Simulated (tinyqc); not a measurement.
# Resistance of a tapered via with liner, size effect and interface: several studies

A round via whose diameter grows from db at the bottom as D(z) = db + 2 z/tan(ang). The fill, of diameter D - 2 tl, starts above the bottom liner (thickness fb tl) and has rho = rho0 (1 + ks lam/(D - 2 tl)); the sidewall liner conducts in parallel with it. The bottom liner and the interface are crossed over the full area pi db^2/4. Spreading in the lines above and below is left out.

Inputs (values chosen for the exercise); fill metal close to molybdenum:
- db = 20 nm (diameter at the bottom)
- hv = 44 nm (height)
- ang = 88 degrees (sidewall angle)
- rho0 = 5.39 uohm cm (bulk resistivity of the fill)
- lam = 11.2 nm (mean free path of the fill)
- ks = 1.2 (size-effect factor)
- tl = 0.2 nm (liner on the sidewall)
- fb = 1 (liner at the bottom over that on the sidewall)
- rl = 220 uohm cm (resistivity of the liner)
- ri = 1.3e-12 ohm cm^2 (interface resistivity at the bottom)
- Sb = 1.3e15 S/m^2 (ballistic conductance per area, about 3/(4 rho0 lam))
- rho2 = 7.62 uohm cm (bulk resistivity of the second fill (close to ruthenium))
- lam2 = 6.45 nm (its mean free path)
- tl2 = 0.2 nm (its liner)

Each table varies one quantity; the others keep the values above.

## Via resistance against the diameter at the bottom

Slices between z0 = fb tl and hv, evaluated at their midpoints: conductance per length pi/4 [(D - 2 tl)^2/rho + (D^2 - (D - 2 tl)^2)/rl], slice resistance = slice height over that. 2000 slices. R_fill = sum of the slices; R_bottom = rl fb tl/(pi db^2/4); R_interface = ri/(pi db^2/4); ballistic (Sharvin) limit 1/(Sb pi (db - 2 tl)^2/4); ideal cylinder rho0 hv/(pi db^2/4).

Via resistance against the diameter at the bottom:

| db (nm) | R_fill (ohm) | R_bottom (ohm) | R_interface (ohm) | R (ohm) | ballistic limit (ohm) | R over ideal cylinder | largest part |
|---|---|---|---|---|---|---|---|
| 6 | 181.8 | 15.56 | 4.598 | 202.0 | 31.23 | 2.408 | fill |
| 8.3 | 84.74 | 8.132 | 2.403 | 95.28 | 15.69 | 2.174 | fill |
| 11 | 43.85 | 4.630 | 1.368 | 49.85 | 8.717 | 1.997 | fill |
| 16 | 18.42 | 2.188 | 0.6466 | 21.25 | 4.025 | 1.802 | fill |
| 22 | 8.912 | 1.157 | 0.3420 | 10.41 | 2.099 | 1.669 | fill |
| 30 | 4.446 | 0.6225 | 0.1839 | 5.253 | 1.118 | 1.566 | fill |
| 42 | 2.120 | 0.3176 | 0.09383 | 2.531 | 0.5660 | 1.479 | fill |
| 58 | 1.055 | 0.1665 | 0.04920 | 1.271 | 0.2952 | 1.416 | fill |
| 80 | 0.5322 | 0.08754 | 0.02586 | 0.6456 | 0.1546 | 1.368 | fill |

R falls from 202 to 0.646 ohm. The fill is the largest part at db = 6 and in all other rows. R goes as db^(-2.32) between the first two rows and db^(-2.11) between the last two; area alone gives -2.

## Via resistance against the interface resistivity at the bottom

Same model as above.

2000 slices.

The same in every row: R_fill (ohm) = 11.06; R_bottom (ohm) = 1.401; ballistic limit (ohm) = 2.549.

Via resistance against the interface resistivity at the bottom:

| ri (ohm cm^2) | R_interface (ohm) | R (ohm) | R over ideal cylinder | largest part |
|---|---|---|---|---|
| 2e-13 | 0.06366 | 12.53 | 1.659 | fill |
| 5e-13 | 0.1592 | 12.62 | 1.672 | fill |
| 1e-12 | 0.3183 | 12.78 | 1.693 | fill |
| 2e-12 | 0.6366 | 13.10 | 1.735 | fill |
| 6e-12 | 1.910 | 14.37 | 1.904 | fill |
| 1e-11 | 3.183 | 15.64 | 2.072 | fill |
| 3e-11 | 9.549 | 22.01 | 2.916 | fill |

What does the table show?

R rises from 12.5 to 22.0 ohm. The fill is the largest part at ri = 2e-13 and in all other rows. The share of the two bottom terms goes from 11.7 to 49.7 %.

## Two fill metals against the diameter

2000 slices. R_fill = sum of the slices; R_bottom = rl fb tl/(pi db^2/4); R_interface = ri/(pi db^2/4). The second fill has rho2, lam2 and tl2 in place of rho0, lam and tl.

Results:

| db (nm) | R, first fill (ohm) | R, second fill (ohm) | ratio second/first |
|---|---|---|---|
| 6 | 202.0 | 204.9 | 1.014 |
| 8.5 | 90.18 | 95.04 | 1.054 |
| 17 | 18.54 | 21.06 | 1.136 |
| 24 | 8.584 | 10.08 | 1.174 |
| 35 | 3.754 | 4.547 | 1.211 |
| 49 | 1.819 | 2.254 | 1.239 |
| 70 | 0.8543 | 1.079 | 1.263 |
| 100 | 0.4055 | 0.5197 | 1.282 |

Estimate the missing row, db = 12 nm.

Computed row:

| db (nm) | R, first fill (ohm) | R, second fill (ohm) | ratio second/first |
|---|---|---|---|
| 12 | 40.85 | 44.72 | 1.095 |

With this row back in the table: The ratio goes from 1.01 to 1.28. The first fill gives the lower R in every row. Ratios within a few per cent of 1 are a tie, given that ballistic terms are left out.

Numbers from tinyqc (`OMP_NUM_THREADS=1 python tinyqc.py 2750146 2750147 out.jsonl`; about 0.01 s on one thread of a shared Intel Xeon 2.30GHz).
